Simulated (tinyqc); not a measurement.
# Thermoelectric coefficients with electrons and holes, Landauer integrals: what changes with what

Bulk parabolic band, x = (E - Ec)/kB T, C = hbar^2/(2 m0), kB T in eV. Modes per area gv m kB T x/(4 pi C) times the back-scattering length l0 x^rr give the transport function s0 X(x), s0 = (2 q^2/h) gv m kB T l0/(4 pi C), X = x^(1 + rr). Holes have the same form with the prefactor bb s0 and the reduced level -eta - xg in place of eta. I_k = int X (x - eta)^k w dx, w = 1/(4 cosh^2((x - eta)/2)).

Inputs (values chosen for the exercise): temperature T = 200 K; mass of one valley m = 0.21 m0; valleys gv = 6; back-scattering length at x = 1 l0 = 2.9 nm; energy exponent of that length rr = 1; lattice thermal conductivity kL = 3.6 W/(m K); reduced Fermi level (EF - Ec)/kB T eta = -1.2; gap over kB T xg = 4.6; ratio of the hole prefactor to the electron prefactor bb = 0.5.

Constants: q = 1.602176634e-19 C, kB = 1.380649e-23 J/K, hbar = 1.054571817e-34 J s, h = 6.62607015e-34 J s, m0 = 9.1093837015e-31 kg, Vt = kB T/q, hbar^2/(2 m0) = 0.0380998212 eV nm^2. Results are converted to the units shown.

Each table varies one quantity; the others keep the values above.

## Effect of the Fermi level

sigma = s0 I_0, S = -(kB/q) I_1/I_0, Lorenz number L = (kB/q)^2 [I_2/I_0 - (I_1/I_0)^2], kappa_e = L sigma T. With both bands: sigma = sigma_n + sigma_p, S = (sigma_n S_n + sigma_p S_p)/sigma with S_p = +(kB/q) I_1/I_0 of the holes, and kappa_e is the sum of L sigma T of both bands and the bipolar term sigma_n sigma_p (S_p - S_n)^2 T/sigma. Power factor S^2 sigma, ZT = S^2 sigma T/(kappa_e + kL). The integrals are converged.

Effect of the Fermi level:
```
eta   sigma (S/cm)  S (uV/K)  kappa_e (W/(m K))  power factor (mW/(m K^2))        ZT
-6.6         358.4     176.8             0.1670                      1.120   0.05948
-5.6         184.8     219.6            0.09667                     0.8917   0.04824
-4.6         85.86     261.0            0.07346                     0.5851   0.03185
-3.6         40.04     227.5            0.09942                     0.2073   0.01121
-2.6         28.22    -49.62             0.1316                   0.006949  3.724e-4
-1.6         44.25    -298.2            0.09514                     0.3935   0.02130
-0.6         101.3    -308.3            0.07663                     0.9624   0.05235
0.4          233.5    -255.0             0.1165                      1.519   0.08174
1.4          487.8    -203.0             0.2236                      2.011    0.1052
2.4          904.3    -162.6             0.4106                      2.392    0.1193
3.4           1507    -132.8             0.6883                      2.659    0.1240
```

What does the comparison show?

sigma goes from 358 through a minimum of 28.2 (at eta = -2.6 among the rows listed) to 1510 S/cm, and S moves up and down between -308 and 261 uV/K. Among the rows the power factor is largest at eta = 3.4 and ZT, 0.124, at eta = 3.4, where S = -133 uV/K. The power factor is still rising in the last row. ZT is still rising in the last row. S changes sign inside the gap, where the electron and hole terms cancel.

## Effect of the gap

Same model as above.

Effect of the gap:
```
xg    sigma (S/cm)  S (uV/K)  kappa_e (W/(m K))  power factor (mW/(m K^2))        ZT  bipolar kappa (W/(m K))
1            156.3     35.30             0.3681                    0.01948  9.817e-4                   0.2984
2.4          85.95    -123.6             0.2484                     0.1313  0.006824                   0.2101
3.8          64.73    -272.5             0.1252                     0.4808   0.02581                  0.09636
5.1          59.35    -337.4            0.06343                     0.6756   0.03688                  0.03699
6.5          57.81    -361.2            0.03764                     0.7544   0.04148                  0.01188
7.9          57.43    -368.2            0.02923                     0.7783   0.04289                 0.003644
9.2          57.33    -370.0            0.02674                     0.7849   0.04328                 0.001188
10.6         57.31    -370.6            0.02589                     0.7870   0.04341                 3.493e-4
12           57.30    -370.7            0.02564                     0.7876   0.04344                 1.012e-4
```

What does the table show?

S falls from 35.3 to -371 uV/K, the bipolar kappa falls from 0.298 to 1.01e-4 W/(m K), and ZT rises from 9.82e-4 to 0.0434. ZT is within 5 % of its last value from xg = 6.5 on among the rows.

Range of the model: Parabolic bands, elastic scattering and a fixed kL make these model figures, not those of a material.

Computed by the program tinyqc: `OMP_NUM_THREADS=1 python tinyqc.py 2800120 2800121 out.jsonl`, one thread of a shared Intel Xeon 2.30GHz, about 0.04 s for the whole run.
